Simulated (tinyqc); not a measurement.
Lateral field, substrate current, probability of reaching the oxide barrier and hot-carrier lifetime of a silicon transistor (pseudo-two-dimensional and lucky-electron models): one step, computed by the program tinyqc. Command: `OMP_NUM_THREADS=1 python tinyqc.py 3016207 3016208 out.jsonl hotcar walk`. One thread of a shared host (Intel(R) Xeon(R) Processor @ 2.30GHz), about 0.01 s of CPU time with the checks.

Local-field models: a lucky carrier gains its energy at the peak field over a path free of collisions. Voltages are magnitudes.

Task: Hot-carrier currents and lifetime. C_ox = 3.9 eps_0/t; F_sat = 2 v_s/mu; V_Dsat = V_ov F_sat L/(V_ov + F_sat L), V_ov = V_G - V_T; I_D/W = C_ox v_s (V_ov - V_Dsat). Scale length l = 0.22 t^(1/3) x_j^(1/2) (all in cm); F_m = sqrt(((V_D - V_Dsat)/l_e)^2 + F_sat^2), with l_e = l + L_n; length of the velocity-saturated region l_e ln((V_D - V_Dsat)/(l_e F_sat) + F_m/F_sat). Substrate current I_sub/I_D = (A_i/B_i)(V_D - V_Dsat) exp(-B_i/F_m); probability of reaching the oxide barrier exp(-phi_b/(e lambda F_m)); lifetime tau = (H/(I_D/W)) exp(phi_it/(e lambda F_m)).

Inputs (values chosen for the exercise, modelled on a silicon n-channel):
```
quantity,value,unit
channel length L,1500,nm
oxide thickness t,29,nm
junction depth x_j,470,nm
mobility mu,290,cm^2/(V s)
saturation velocity v_s,0.79,1e7 cm/s
threshold voltage V_T,0.6,V
gate voltage V_G,4.4,V
drain voltage V_D,12,V
ionisation prefactor A_i,2e+06,1/cm
ionisation field B_i,1.73,MV/cm
hot-carrier mean free path lambda,7.8,nm
oxide barrier phi_b,3.1,eV
interface-trap threshold phi_it,3.7,eV
lifetime constant H,100,s microampere/micrometre
length of the depleted extension L_n,220,nm
```

Drain: lightly doped extension.

Constants: eps_0 = 8.8541878128e-12 F/m.

Give: I_sub/I_D; substrate current I_sub/W; probability of reaching phi_b; lifetime tau; exponent m = phi_it/(e lambda B_i).

Result:

I_sub/I_D = 0.004639

substrate current I_sub/W = 0.5264 microampere/micrometre

probability of reaching phi_b = 1.812e-08

lifetime tau = 1.532e+09 s

exponent m = phi_it/(e lambda B_i) = 2.742

Since both exponentials depend on 1/F_m, tau I_D scales about as (I_sub/I_D)^(-m) with m = 2.74, which lets I_sub serve as the monitor. The lifetime is 4.86 times ten years (3.156e8 s).
